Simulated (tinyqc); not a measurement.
Two-mode optical phonons of a ternary alloy from two coupled oscillators: one step, computed by the program tinyqc. Command: `OMP_NUM_THREADS=1 python tinyqc.py 3004033 3004034 out.jsonl twomode walk`. One thread of a shared host (Intel(R) Xeon(R) Processor @ 2.30GHz), about 0.01 s of CPU time with the checks.

An alloy A(x)B(1-x)C has an A-C and a B-C bond oscillator. Each TO frequency moves linearly from the impurity mode (dilute end) to the TO of the pure crystal; each strength is proportional to the number of bonds.

Task: The two oscillators. omega_1 = (impurity mode of A) + x (omega_TO,AC - impurity mode of A); omega_2 = (impurity mode of B) + (1 - x)(omega_TO,BC - impurity mode of B); eps_inf = x eps_AC + (1 - x) eps_BC; strengths W_1 = x eps_AC (omega_LO,AC^2 - omega_TO,AC^2), W_2 = (1 - x) eps_BC (omega_LO,BC^2 - omega_TO,BC^2).

Inputs (values chosen for the exercise, for a model alloy): omega_TO of pure AC = 486 1/cm; omega_LO of pure AC = 512 1/cm; omega_TO of pure BC = 302 1/cm; omega_LO of pure BC = 363 1/cm; eps_inf of AC = 8.59; eps_inf of BC = 9.27; impurity mode of A in BC = 480 1/cm; impurity mode of B in AC = 287 1/cm; fraction x of A = 0.69.

Give: omega_1 (A-C, TO); omega_2 (B-C, TO); eps_inf; W_1; W_2.

Result:

omega_1 (A-C, TO) = 484.14 1/cm

omega_2 (B-C, TO) = 291.65 1/cm

eps_inf = 8.8008

W_1 = 1.5380e+05 1/cm^2

W_2 = 1.1657e+05 1/cm^2
